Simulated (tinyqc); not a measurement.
# AlGaN/GaN HEMT with access regions, lumped model: effects of single changes

A polarisation-induced electron sheet under a Schottky gate, in series with two ungated access regions and contacts. Drift law v = mu E/(1 + mu E/vs) under the gate. Currents in mA/mm, resistances in ohm mm. No self-heating, no channel-length modulation; fits for polarisation, barrier and offset are chosen for the exercise.

Values chosen for this exercise; values close to those of AlGaN/GaN structures:

| symbol | value | unit | meaning |
|---|---|---|---|
| x | 0.16 |  | aluminium share of the barrier |
| d | 15 | nm | barrier thickness |
| eps_r | 9.1 |  | relative permittivity of barrier and channel |
| mu | 1400 | cm^2/(V s) | channel mobility |
| vs | 1.1e7 | cm/s | saturation velocity |
| Lg | 0.15 | um | gate length |
| Ls | 0.5 | um | source access length |
| Ld | 2 | um | drain access length |
| Rc | 0.46 | ohm mm | resistance of each contact |
| ft | 0 |  | share of the drain-access electrons removed by traps |
| Vg | 0 | V | gate voltage |
| Ec | 2.8 | MV/cm | critical field |
| te | 0.42 | um | depth over which the depleted charge spreads |
| tf | 200 | nm | insulator under the field plate |
| ei | 3.9 |  | relative permittivity of that insulator |

Constants: q = 1.602176634e-19 C, eps0 = 8.8541878128e-14 F/cm where lengths are in cm. Results are converted to the units shown.

Each table varies one quantity; the others keep the values above.

## Field plate: effect of the aluminium share of the barrier

sigma = (5e13 x + 1.6e13 x^2) cm^-2, phiB = 0.84 + 1.3 x, dEc = 0.7 (1.71 x + x^2) in volts, Cb = eps0 eps_r/d, VT = phiB - dEc - q sigma/Cb, access density n0 = -Cb VT/q. Off state: a depleted stretch that holds the voltage V has the peak field sqrt(k V), k = 2 q n0/(eps0 eps_r te), so one edge holds V1 = Ec^2/k. The sheet under the plate pinches off at Vf = q n0 (1/Cb + tf/(eps0 ei)); beyond it the gate edge is screened. BV = V1 if Vf >= V1, else Vf + V1, and at most Ec Ld.

The same in every row: Ec Ld (V) = 560.0.

Field plate: effect of the aluminium share of the barrier:
```
x,Vf (V),V1 (V),BV (V)
0.14,43.05,184.2,227.2
0.18,64.33,123.3,187.6
0.22,86.16,92.04,178.2
0.26,108.6,73.05,73.05
0.3,131.5,60.30,60.30
0.34,155.0,51.15,51.15
0.38,179.1,44.27,44.27
```

BV falls from 227 to 44.3 V. The plate helps (Vf < V1) in 3 of the 7 rows, and the access length caps BV in 0. More sheet charge lowers Ron but steepens the field, so V1 falls.

## Effect of the aluminium share of the barrier

Access resistance R(L, n) = L/(q mu n sqrt(1 - (I/(q n vs))^2)); Rs = Rc + R(Ls, n0), Rd = Rc + R(Ld, (1 - ft) n0). Vg' = Vg - I Rs, Vd' = Vd - I (Rs + Rd); with u = Vg' - VT, Vc = vs Lg/mu and w the smaller of Vd' and Vc [sqrt(1 + 2 u/Vc) - 1] (0 if negative), the channel gives (mu Cb/Lg)(u w - w^2/2)/(1 + w/Vc). I equals that channel current. Isat is I at Vd = 10 V, gm = dIsat/dVg, Ron the limit of Vd/I at small Vd.

Effect of the aluminium share of the barrier:
```
x,VT (V),n0 (cm^-2),Ron (ohm mm),Isat (mA/mm),gm (mS/mm)
0.12,-1.016,3.407e12,4.388,245.1,273.9
0.17,-1.836,6.155e12,2.839,534.9,319.1
0.22,-2.683,8.996e12,2.233,857.5,343.7
0.27,-3.558,1.193e13,1.910,1204,359.8
0.32,-4.460,1.495e13,1.710,1569,371.5
0.37,-5.389,1.807e13,1.574,1952,380.4
0.42,-6.346,2.128e13,1.475,2351,387.6
```

Read the table: what changes, and by how much?

As x goes from 0.12 to 0.42, Ron falls from 4.39 to 1.48 ohm mm, Isat rises from 245 to 2350 mA/mm and gm rises from 274 to 388 mS/mm. VT falls from -1.02 to -6.35 V. For x = 0.17 to 0.42 the power passes 5 W/mm, where self-heating, left out here, lowers the current.

## Effect of the gate voltage

Same model as above.

The same in every row: VT (V) = -1.670; n0 (cm^-2) = 5.598e12.

Effect of the gate voltage:
```
Vg (V),Ron (ohm mm),Isat (mA/mm),gm (mS/mm)
-1.3,3.450,76.47,270.5
-0.9,3.170,192.6,303.6
-0.5,3.081,316.5,314.2
-0.1,3.038,442.5,314.0
0.3,3.012,566.4,303.3
0.7,2.995,683.2,278.2
1.1,2.983,786.1,231.9
1.5,2.974,865.7,163.9
```

Read the table: what changes, and by how much?

As Vg goes from -1.3 to 1.5 V, Ron falls from 3.45 to 2.97 ohm mm, Isat rises from 76.5 to 866 mA/mm and gm goes from 271 through a maximum of 314 (at Vg = -0.5 V among the rows listed) to 164 mS/mm. The ceiling Cb vs is 591 mS/mm. For Vg = 0.3 to 1.5 V the power passes 5 W/mm, where self-heating, left out here, lowers the current. For Vg = 1.1 to 1.5 V Vg comes within 0.2 V of phiB or passes it, so at low drain current, as for Ron, the Schottky gate would conduct.

Program tinyqc, `OMP_NUM_THREADS=1 python tinyqc.py 2570013 2570014 out.jsonl`; Intel Xeon 2.30GHz, shared host, one thread, about 0.01 s.
